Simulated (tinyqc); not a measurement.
## Charge needed for a dipole step

Two sheets of opposite charge dd apart with permittivity ei give the step D = q N dd/(eps0 ei).

Parameters, values chosen for the exercise: relative permittivity inside the dipole layer ei = 7; thickness of the dipole layer dd = 0.24 nm.

Constants: q = 1.602176634e-19 C, eps0 = 8.8541878128e-14 F/cm where lengths are in cm. Results are converted to the units shown.

Result of one run:
```
N (cm^-2)    D (V)  field (MV/cm)  moment (debye/nm^2, 1 D = 3.33564e-30 C m)
2.7e12     0.01675         0.6980                                      0.3112
```

What becomes of these results when the charge in each sheet N is changed from 2.7e12 to 6.8e12 cm^-2, all else the same?

Result of the changed run:
```
N (cm^-2)    D (V)  field (MV/cm)  moment (debye/nm^2, 1 D = 3.33564e-30 C m)
6.8e12     0.04219          1.758                                      0.7839
```

The whole series:
```
N (cm^-2)     D (V)  field (MV/cm)  moment (debye/nm^2, 1 D = 3.33564e-30 C m)
1e12       0.006204         0.2585                                      0.1153
2.7e12      0.01675         0.6980                                      0.3112
6.8e12      0.04219          1.758                                      0.7839
1.7e13       0.1055          4.395                                       1.960
4.5e13       0.2792          11.63                                       5.187
1.1e14       0.6824          28.44                                       12.68
2.9e14        1.799          74.97                                       33.43
```

D is proportional to N, 0.1 V for 1.61e13 cm^-2. The same sheet as an uncompensated charge under 1 nm of a dielectric of permittivity 3.9 would shift the flat band by 0.748 V, and that shift would grow with thickness, which a dipole step does not. For N = 1.1e14, 2.9e14 the field exceeds 20 MV/cm; it acts over one bond length, where the sheet picture is only a bookkeeping device.

Program tinyqc, `OMP_NUM_THREADS=1 python tinyqc.py 2410173 2410174 out.jsonl`; Intel Xeon 2.30GHz, shared host, one thread, about 0.01 s.
